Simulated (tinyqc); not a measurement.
bcc against fcc: Finnis-Sinclair potential for a bcc metal: fit to cohesion and elasticity, then vacancy, surfaces and structure. Computed by tinyqc, a small Python program. Command: `OMP_NUM_THREADS=1 python tinyqc.py 3110780 3110781 out.jsonl fsfit walk`. One thread of a shared host (Intel(R) Xeon(R) Processor @ 2.30GHz), about 0.01 s of CPU time with the checks.

E = (1/2) sum V(r) - A sqrt(rho), rho = sum phi(r), phi = (r - d)^2 for r < d, V = (r - c)^2 (c0 + c1 r + c2 r^2) for r < c. In bcc the 8 first neighbours lie at sqrt(3) a/2 and the 6 second at a; both cut-offs lie below the third shell; Omega = a^3/2; E is per atom and z the number of atoms in a shell. The four constants A, c0, c1, c2 are fitted to E_c, zero pressure, B and C12 - C44 alone, so C44 and C11 - C12 are not matched singly; defects are unrelaxed.

Inputs (values chosen for the exercise, modelled on vanadium):
```
quantity             value      unit
lattice constant a    3.04  angstrom
cohesive energy E_c   5.36        eV
target C11             221       GPa
target C12             120       GPa
target C44            44.1       GPa
density cut-off d/a  1.234         -
pair cut-off c/a      1.26         -
```

Constants: 1 eV/angstrom^3 = 160.2176634 GPa.

Method:
- rho = sum z phi, rho1 = sum z r phi', rho2 = sum z r^2 phi''. At zero pressure the effective pair part V + 2 F' phi obeys C12 = C44, so C12 - C44 = F'' (rho1/3)^2/Omega with F'' = A/(4 rho^(3/2)); this gives A.
- With v_k = (r - c)^2 r^k the rows are (1/2) sum z v_k, (1/2) sum z r v_k' and (1/2) sum z r^2 v_k''. With rho1 = sum z r phi' and rho2 = sum z r^2 phi'' the right-hand sides are: -E_c + A sqrt(rho) (cohesion); A rho1/(2 sqrt(rho)) (zero pressure); 9 B Omega + A [rho2/(2 sqrt(rho)) - rho1^2/(4 rho^(3/2))] with B = (C11 + 2 C12)/3.
- Solve the three equations.
- E of each lattice against the volume per atom, as a multiple of Omega; all neighbours inside the cut-offs are summed.

c0, c1, c2 (eV/angstrom^2, eV/angstrom^3, eV/angstrom^4): 0.668042  0.236432  -0.135332

A = 2.11446 eV/angstrom

Energies (eV/atom):
```
V/Omega      bcc      fcc  fcc less bcc (meV)
0.80     -5.0323  -4.9335               98.77
0.84     -5.1586  -5.0342              124.43
0.88     -5.2511  -5.1128              138.35
0.92     -5.3135  -5.1746              138.90
0.96     -5.3488  -5.2229              125.86
1.00     -5.3600  -5.2549              105.07
1.05     -5.3439  -5.2702               73.69
1.10     -5.2986  -5.2572               41.34
1.20     -5.1354  -5.1586              -23.16
```

The lowest fcc row, at V/Omega = 1.05, lies +90 meV from the bcc minimum: the fit keeps bcc stable, though nothing in it asked for that.

Extremes, crossings and ranges named in words are read from the listed rows.
